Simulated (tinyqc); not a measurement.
Changing the temperature T: Landau-Devonshire theory of a uniaxial ferroelectric. Computed by tinyqc, a small Python program. Command: `OMP_NUM_THREADS=1 python tinyqc.py 3015641 3015642 out.jsonl ferro sweep`. One thread of a shared host (Intel(R) Xeon(R) Processor @ 2.30GHz), about 0.01 s of CPU time with the checks.

G(P) = (alpha/2) P^2 + (beta*/4) P^4 + (gamma/6) P^6 - E P per volume, SI units, one domain, P along the polar axis, which is normal to the film.

Inputs (values chosen for the exercise, for a model ferroelectric): alpha_0 = 1.4e+06 J m/(C^2 K); Curie-Weiss temperature T0 = 380 K; beta = 4.33e+08 J m^5/C^4; gamma = 1.23e+10 J m^9/C^6; misfit strain u_m = -0.019; electrostriction Q12 = -0.047 m^4/C^2; compliance s11 + s12 = 4.5e-12 m^2/N; film thickness d = 4.2 nm; screening length lambda = 0.009 nm; background permittivity eps_b = 20; gradient coefficient g = 2.1e-11 J m^3/C^2.

Sample: epitaxial film.

Constants: eps_0 = 8.8541878128e-12 F/m.

Method:
- alpha = alpha_0 (T - T0*), with clamping: T0* = T0 + 4 Q12 u_m/(alpha_0 (s11 + s12)), beta* = beta + 4 Q12^2/(s11 + s12).
- Ps^2 = [-beta* + sqrt(beta*^2 - 4 alpha gamma)]/(2 gamma).
- chi = 1/(eps_0 G''), G'' = alpha + 3 beta* P^2 + 5 gamma P^4 at Ps. Ps, chi and the coercive field are for perfect screening, without a depolarising field. The intrinsic coercive field is |alpha P + beta* P^3 + gamma P^5| at the P_c where G'' = 0. 1 C/m^2 = 100 microcoulomb/cm^2.
- With the term (g/2) (dP/dx)^2, (g/2) P'^2 = G(P) - G(Ps) across the wall: energy = int_(-Ps)^(Ps) sqrt(2 g [G(P) - G(Ps)]) dP (40 Gauss-Legendre points); width = 2 Ps over the slope at P = 0, sqrt(2 |G(Ps)|/g). Elastic coupling inside the wall is left out.
- Between shorted electrodes with screening length lambda each, the depolarising field is -k P, k = 2 lambda/(eps_0 (d + 2 lambda eps_b)), so alpha turns into alpha + k.
- The polar state is the lowest uniform state while alpha + k < 0 (beta* > 0) or < 3 beta*^2/(16 gamma) (beta* < 0); setting the equality gives the critical thickness d_c.

One run for each value; columns: (1) temperature T (K); (2) spontaneous polarisation Ps (microcoulomb/cm^2); (3) susceptibility chi; (4) intrinsic coercive field (MV/m); (5) wall energy (mJ/m^2); (6) critical thickness d_c (nm):
```
(1)     (2)     (3)     (4)     (5)     (6)
152  46.773  33.185  239.35  35.195  1.4666
177  46.286  34.380  229.01  33.886  1.5259
202  45.786  35.661  218.79  32.583  1.5892
227  45.274  37.036  208.68  31.286  1.6568
252  44.747  38.517  198.71  29.994  1.7294
277  44.205  40.117  188.86  28.708  1.8074
301  43.670  41.777  179.52  27.479  1.8879
326  43.096  43.652  169.93  26.206  1.9784
351  42.504  45.695  160.48  24.939  2.0765
376  41.892  47.930  151.17  23.680  2.1831
```

What does the table show, and why?

Over the rows, spontaneous polarisation Ps (microcoulomb/cm^2) falls from 46.8 to 41.9 (exponent d ln y / d ln x -0.069 between the first rows and -0.21 between the last); susceptibility chi rises from 33.2 to 47.9 (exponent d ln y / d ln x 0.23 between the first rows and 0.69 between the last); intrinsic coercive field (MV/m) falls from 239 to 151 (exponent d ln y / d ln x -0.29 between the first rows and -0.87 between the last). Ps^2 falls from 2190 to 1750 and 1/chi from 0.0301 to 0.0209: the well gets shallower as alpha shrinks in size, so the crystal softens to the field and thin films lose P sooner.

Caution (all rows): the strain shifts T0 by more than 500 K here, which is beyond the range where constant coefficients hold. Caution (all rows): far below T0* the expansion with linear alpha(T) is only a fit. Caution (all rows): a wall under 0.8 nm, some two lattice spacings, wide is outside the continuum picture. Caution (rows 152): a critical thickness of a few unit cells is outside the continuum theory.
